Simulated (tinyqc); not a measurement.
From results back to parameters: donor level screened by free carriers (Yukawa potential). Four cases, with inputs chosen for the exercise.

Problem. With Debye screening alone, ks^2 = 4 pi q n/(eps kB T), 1e18/cm^3 = 1e-6/angstrom^3. The converged binding was computed from a hidden density.

Potential -(q/(eps r)) exp(-ks r), q = e^2/(4 pi eps0). In units Ry* = Ry m/eps^2 and a* = a0 eps/m the problem is [-Laplacian - 2 exp(-x r)/r] psi = E psi with x = ks a*.

Converged values use 18 functions exp(-z r), z = 1.55^i, i = -11 to 6: S = 2/A^3, H = z_i z_j S - 2/(A + x)^2, A = z_i + z_j.

Constants: e^2/(4 pi eps0) = 14.39964547 eV angstrom; kB = 8.617333262e-05 eV/K.

Case 1.

Values chosen (out of a larger set: near those of a donor in Ge, with one mean mass; not measured data): eps = 15.8 (dielectric constant); T = 400 K (temperature).

Ry* = 9.156 meV
a* = 49.77 angstrom
binding = 1.4731 meV

Case 2.

Values chosen (out of a larger set: near those of a donor in 4H SiC, with one mean mass; not measured data): eps = 10 (dielectric constant); T = 300 K (temperature).

Ry* = 55.239 meV
a* = 13.03 angstrom
binding = 8.5938 meV

Case 3.

Values chosen (out of a larger set: near those of a donor in Si, with one mean mass; not measured data): eps = 12 (dielectric constant); T = 400 K (temperature).

Ry* = 29.762 meV
a* = 20.16 angstrom
binding = 9.3531 meV

Case 4.

Values chosen (out of a larger set: near those of a donor in GaAs, with one mean mass; not measured data): eps = 13.1 (dielectric constant); T = 300 K (temperature).

Ry* = 5.153 meV
a* = 106.65 angstrom
binding = 4.1808 meV

Find: x; n.

Solution. The binding in Ry* falls steadily with x, so bisection gives x; then n = (x/a*)^2 eps kB T/(4 pi q).

Case 1.

x = 0.673
n = 0.55 x 1e18/cm^3

Case 2.

x = 0.681
n = 3.9 x 1e18/cm^3

Case 3.

x = 0.481
n = 1.3 x 1e18/cm^3

Case 4.

x = 0.102
n = 0.0017 x 1e18/cm^3

Computed by tinyqc, one run a case: `OMP_NUM_THREADS=1 python tinyqc.py N N+1 out.jsonl` with N = 1282333, 1282338, 1282429, 1282458; one thread of a shared Intel(R) Xeon(R) Processor @ 2.30GHz, about 0.02 s a run at most.
